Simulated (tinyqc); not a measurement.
# Undoped gate-all-around wire MOSFET, analytic charge model: effect of the wire radius

An undoped round wire of radius R under an insulator shell and a surrounding gate; long channel, electrons only, n = ni exp((psi - V)/Vt) with V the quasi-Fermi potential (0 at the source, Vd at the drain), constant mobility, no quantisation. The radial Poisson equation gives n(r) = n(0)/(1 - (1 - b) r^2/R^2)^2 with b = Q0/(Q + Q0). Q is the electron charge per area of the wire surface.

ni = sqrt(Nc Nv) exp(-Eg/(2 Vt)), Eg in volts; Cox = eps0 eox/(R ln(1 + tox/R)); Q0 = 4 eps0 eps_r Vt/R; V0 = dphi + Vt ln[8 eps0 eps_r Vt/(q ni R^2)]. Q solves Vg - V0 - V = Q/Cox + Vt ln(Q/Q0) + Vt ln(1 + Q/Q0). I = mu (2 pi R/L)[2 Vt (Qs - Qd) + (Qs^2 - Qd^2)/(2 Cox) + Vt Q0 ln((Qd + Q0)/(Qs + Q0))], with Qs at V = 0 and Qd at V = Vd.  I(low) is taken at Vg = 0.33 V, Qs and I(high) at Vg = 1.08 V.

Parameters, values chosen for the exercise; material values close to those of silicon: temperature T = 273 K; band gap Eg = 1.11 eV; relative permittivity of the semiconductor eps_r = 11.5; conduction-band density of states at T Nc = 2.47e19 cm^-3; valence-band density of states at T Nv = 2.32e19 cm^-3; relative permittivity of the gate insulator eox = 22.4; insulator thickness tox = 13 nm; gate work function less that of the intrinsic body dphi = 0.05 V; channel mobility mu = 590 cm^2/(V s); gate length L = 0.5 um; drain voltage Vd = 0.8 V.

Constants: q = 1.602176634e-19 C, kB = 1.380649e-23 J/K, Vt = kB T/q, eps0 = 8.8541878128e-14 F/cm where lengths are in cm. Results are converted to the units shown.

Result of one run:
```
R (nm)	V0 (V)	I(low) (nA)	Qs(high) (nC/cm^2)	I(high) (uA)
10	0.5345	0.02803	1028	19.63
```

What becomes of these results when the wire radius R is changed from 10 to 3.7 nm, all else the same?

Result of the changed run:
```
R (nm)	V0 (V)	I(low) (nA)	Qs(high) (nC/cm^2)	I(high) (uA)
3.7	0.5813	0.003838	1470	9.909
```

The whole series:
```
R (nm)	V0 (V)	I(low) (nA)	Qs(high) (nC/cm^2)	I(high) (uA)
1.3	0.6305	4.738e-4	2460	5.454
1.9	0.6126	0.001012	2012	6.691
2.6	0.5979	0.001895	1724	8.003
3.7	0.5813	0.003838	1470	9.909
5.1	0.5662	0.007291	1289	12.19
7.1	0.5506	0.01413	1144	15.29
10	0.5345	0.02803	1028	19.63
```

As R goes from 1.3 to 10 nm, I(low) rises from 4.74e-4 to 0.0280 nA and I(high) rises from 5.45 to 19.6 uA. On average I(low) goes as R^(2.00) and I(high) goes as R^(0.63). Below threshold the charge is proportional to the cross-section of the body; above it the insulator sets the charge. In every row the surface density at the source at the higher gate voltage passes 0.3 Nc, where Boltzmann statistics fail. In every row mu V/L at the higher gate voltage, with V the smaller of Vd and Vg - V0, passes 3e6 cm/s, so velocity saturation would lower the current. For R = 1.3 to 5.1 nm the body is thin enough for quantum confinement, left out here, to raise the threshold.

Computed by the program tinyqc: `OMP_NUM_THREADS=1 python tinyqc.py 2460044 2460045 out.jsonl`, one thread of a shared Intel Xeon 2.30GHz, about 0.02 s for the whole run.
